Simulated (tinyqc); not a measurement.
Level against rehybridisation: Weaire-Thorpe hybrids on a Bethe lattice: gap and dangling bond of an amorphous tetrahedral solid.

Four sp3 hybrids an atom at energy 0, coupled by -V1 on the atom and by -V2 along a bond; the bonds form a tree (no rings). For any network the gap runs at least from -V2 + V1 to V2 - 3 V1, and p-like states pile up at -V2 + V1 and V2 + V1. On the tree the gap is wider: it ends at Ec = -V1 + sqrt(V2^2 + 4 V1^2 - 2 sqrt3 V1 V2), which makes it well wider than the gaps of the real glasses. A branch seen from a hybrid has the self-energy S = V2^2 g, where g is the Green function of the hybrid across the bond, whose three partners carry S themselves. With a = z - V1, b = a - S: g = 1/(a + V1 b/(b + 3 V1)), z = E + i eta. A full atom has G = (1/b)(b + 3 V1)/(b + 4 V1) per hybrid; a dangling hybrid with shift dh has G = 1/(1/g - dh).

Values chosen for the exercise (out of a larger set: of the size of tabulated hybrid energies for amorphous silicon; not measured data): V1 = 1.77 eV (coupling of two hybrids on one atom); V2 = 4.55 eV (coupling of the two hybrids of a bond).

Root of 1/g(E) = dh for eta = 0 in the gap of the tree, between Ev = -V2 + V1 and Ec; a dash: none. A flatter atom makes the hybrid more p-like (dh > 0, up to V1), a more pyramidal one more s-like (dh < 0).

Level:
```
dh (eV)   E (eV)  above Ev (eV)  weight
-3.0     -1.8996         0.8804   0.623
-2.5     -1.5821         1.1979   0.645
-2.0     -1.2561         1.5239   0.657
-1.5     -0.9274         1.8526   0.656
-1.0     -0.6024         2.1776   0.641
-0.5     -0.2895         2.4905   0.607
0.0       0.0000         2.7800   0.546
0.5       0.2501         3.0301   0.447
1.0       0.4380         3.2180   0.294
```

A level exists for 9 of the 9 rows, from dh = -3 (0.880 eV above Ev) to 1 (3.218 eV); the gap of the tree is 3.320 eV. Its slope dE/d(dh) is the weight, largest at dh = -2 (0.66). A level that rises as the atom flattens is why an emptied dangling bond relaxes flat and a doubly filled one pyramidal.

tinyqc: `OMP_NUM_THREADS=1 python tinyqc.py 1480379 1480380 out.jsonl`; about 0.02 s, one thread, shared Intel(R) Xeon(R) Processor @ 2.30GHz.
